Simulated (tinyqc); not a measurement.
# A stack of flat layers between unequal leads with mass mismatch, transfer matrices: transmission against energy

One electron of energy E comes from the left lead (band edge 0); no transverse momentum. Parabolic bands, masses in units of m0, C = hbar^2/(2 m0); psi and psi'/m are continuous at every interface. The layers follow each other from left to right, then the right lead.

For the pair (psi, psi'/m) a flat layer has M = [[cos kd, (m/k) sin kd], [-(k/m) sin kd, cos kd]] with k = sqrt(m (E - U)/C) above its edge U, and M = [[cosh Kd, (m/K) sinh Kd], [(K/m) sinh Kd, cosh Kd]] with K = sqrt(m (U - E)/C) below it. The matrices are multiplied with later layers to the left. With M acting on (psi, psi'/m) and v = k/m in each lead, T(E) = 4 vL vR/[(vL vR M12 - M21)^2 + (vR M11 + vL M22)^2]. The last column is exp(-2 sum K d) over the layers with U > E.

Parameters, values chosen for the exercise; masses and band edges of a made-up stack:

| symbol | value | unit | meaning |
|---|---|---|---|
| mL | 0.041 | m0 | mass in the left lead |
| U | [1.13, 0.08] | eV | band edges of the layers, left to right |
| m | [0.13, 0.08] | m0 | masses of the layers |
| d | [0.3, 0.3] | nm | widths of the layers |
| UR | -0.12 | eV | band edge of the right lead |
| mR | 0.084 | m0 | mass in the right lead |

Constants: q = 1.602176634e-19 C, hbar = 1.054571817e-34 J s, m0 = 9.1093837015e-31 kg, hbar^2/(2 m0) = 0.0380998212 eV nm^2. Results are converted to the units shown.

Transmission against energy:

| E (eV) | T(E) | exp(-2 sum K d) |
|---|---|---|
| 0.096 | 0.6023 | 0.3240 |
| 0.284 | 0.7252 | 0.3608 |
| 0.471 | 0.7624 | 0.4067 |
| 0.659 | 0.7803 | 0.4674 |
| 0.847 | 0.7904 | 0.5546 |
| 1.034 | 0.7966 | 0.7094 |
| 1.222 | 0.8007 | 1.000 |
| 1.409 | 0.8034 | 1.000 |
| 1.597 | 0.8051 | 1.000 |
| 1.785 | 0.8062 | 1.000 |
| 1.972 | 0.8068 | 1.000 |
| 2.16 | 0.8070 | 1.000 |

T(E) runs from 0.602 at 0.096 eV to 0.807 at 2.16 eV; among the rows its largest value is 0.807 at 2.16 eV. In every row a layer is thinner than 0.8 nm, a few atomic planes, where an effective mass is a rough description.

Range of the model: Masses are held fixed, although real bands cease to be parabolic a few tenths of an eV from their edges (inside a barrier too).

Program tinyqc, `OMP_NUM_THREADS=1 python tinyqc.py 2560108 2560109 out.jsonl`; Intel Xeon 2.30GHz, shared host, one thread, about 0.01 s.
